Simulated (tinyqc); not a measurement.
Joint density of states against eps2: interband optics of a two-band s-p chain from momentum matrix elements.

H(k) = [[Es - 2 ts cos ka, 2i V sin ka], [-2i V sin ka, Ep_ + 2 tp cos ka]] in the basis s, p; the lower band is full, with two electrons a cell. The velocity operator times hbar is W = dH/dk (eV angstrom); intra-atomic dipoles are left out.

With w(k) = |<c|W|v>|^2 and D(k) = Ec - Ev, on the mesh k_j = (j + 1/2)/N (2 pi/a): eps(E) = 1 + (8 pi e2/(a Ar)) mean_j (w/D^2) [1/(D - E - i eta) + 1/(D + E + i eta)], e2 = e^2/(4 pi eps0); light polarised along the chains, no local fields.

Constants: e^2/(4 pi eps0) = 14.39964547 eV angstrom.

Inputs chosen for the exercise:

| symbol | value | unit | meaning |
|---|---|---|---|
| a | 3.09 | angstrom | period |
| Es | 2.48 | eV | upper orbital (s) |
| Ep_ | -2.47 | eV | lower orbital (p) |
| ts | 0.41 | eV | s-s hopping |
| tp | 0.56 | eV | p-p hopping |
| V | 1.1 | eV | s-p hopping |
| Ar | 11.7 | angstrom^2 | cross-section per chain |
| eta | 0.3 | eV | Lorentzian half width |

Mesh of 2000 points. J(E) = mean of (eta/pi)/((E - D)^2 + eta^2). The fourth column is J times the constant (8 pi^2 e2/(a Ar)) mean(w/D^2). R = |(sqrt(eps) - 1)/(sqrt(eps) + 1)|^2.

Spectrum:

| E (eV) | J (1/eV) | eps2 | eps2 with constant element | eps1 | R |
|---|---|---|---|---|---|
| 2.41 | 0.027 | 2.456 | 0.735 | 9.183 | 0.264 |
| 2.89 | 0.086 | 9.777 | 2.351 | 10.748 | 0.372 |
| 3.36 | 0.126 | 11.249 | 3.457 | -0.847 | 0.458 |
| 3.84 | 0.110 | 5.420 | 3.026 | -2.678 | 0.462 |
| 4.32 | 0.106 | 2.710 | 2.904 | -1.777 | 0.425 |
| 4.79 | 0.109 | 1.477 | 2.989 | -0.669 | 0.310 |
| 5.27 | 0.120 | 0.937 | 3.279 | 0.430 | 0.086 |
| 5.75 | 0.142 | 0.904 | 3.902 | 1.591 | 0.039 |
| 6.22 | 0.195 | 1.632 | 5.345 | 3.048 | 0.105 |
| 6.70 | 0.382 | 5.605 | 10.456 | 4.364 | 0.257 |
| 7.18 | 0.363 | 6.226 | 9.954 | -4.040 | 0.528 |
| 7.66 | 0.093 | 1.552 | 2.546 | -3.041 | 0.673 |

What can be read from this table?

Transitions span 3.010 to 7.055 eV. Among the energies listed J peaks at 6.70 eV and eps2 at 3.36 eV. The ratio of eps2 to the constant-element value is 3.25 at 3.36 eV and 0.54 at 6.70 eV: w/D^2 is 5.101 angstrom^2 at the zone centre and 0.973 at the edge.

Program tinyqc; command `OMP_NUM_THREADS=1 python tinyqc.py 1681825 1681826 out.jsonl`; about 0.02 s on one thread of a shared Intel(R) Xeon(R) Processor @ 2.30GHz.
